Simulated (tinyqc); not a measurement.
Schottky barrier with interface states (Cowley-Sze model), image lowering and contact resistance: one step, computed by the program tinyqc. Command: `OMP_NUM_THREADS=1 python tinyqc.py 3000997 3000998 out.jsonl pinning walk`. One thread of a shared host (Intel(R) Xeon(R) Processor @ 2.30GHz), about 0.01 s of CPU time with the checks.

An n-type semiconductor under a metal. The barrier lies between the Schottky-Mott limit phi_M - chi and the Bardeen limit E_g - E_n, E_n being the neutrality level of the interface states; the space-charge term of the full Cowley-Sze expression is left out.

Question. Depletion layer and image lowering under reverse bias. N_c = 2 M_c (2 pi m_e k_B T/h^2)^(3/2); xi = E_c - E_F solves N = N_c F_1/2(-xi/k_B T) (bisection; full ionisation). F_1/2(eta) = (2/sqrt(pi)) int_0^infinity sqrt(x)/(1 + exp(x - eta)) dx, by the trapezoid rule in t = sqrt(x) with step 0.02 up to t = 12 (for eta < -12 by exp(eta) - exp(2 eta)/2^(3/2)). V_bi = phi_B - xi; W = sqrt(2 eps_s eps_0 (V_bi + V_r - k_B T/e)/(e N)); field at the metal E_m = e N W/(eps_s eps_0); image lowering sqrt(e E_m/(4 pi eps_s eps_0)).

Inputs (values chosen for the exercise, with gap, mass and screening modelled on 4H-SiC):

| quantity | value | unit |
|---|---|---|
| dielectric constant eps_s | 9.31 | - |
| electron mass m_e | 0.395 | m_0 |
| valleys M_c | 3 | - |
| donor density N | 3.2e+18 | cm^-3 |
| temperature T | 300 | K |
| reverse bias V_r | 3.4 | V |

Pinning factor from: interface states.

barrier phi_B = 1.225238 eV

Constants: k_B = 8.617333262e-05 eV/K; m_0 = 9.1093837015e-31 kg; k_B = 1.380649e-23 J/K; h = 6.62607015e-34 J s; eps_0 = 8.8541878128e-12 F/m; e = 1.602176634e-19 C.

Give: N_c; xi; built-in voltage V_bi; depletion width W; field E_m; image lowering.

Answer.

N_c = 1.8689e+19 cm^-3

xi = 0.044062 eV

built-in voltage V_bi = 1.1812 V

depletion width W = 38.273 nm

field E_m = 2.3804e+06 V/cm

image lowering = 0.19188 eV

Caution: E_00 = (e hbar/2) sqrt(N/(m_e eps_s eps_0)) is above 0.3 k_B T, so tunnelling through the barrier adds to the thermionic currents, most of all under reverse bias.
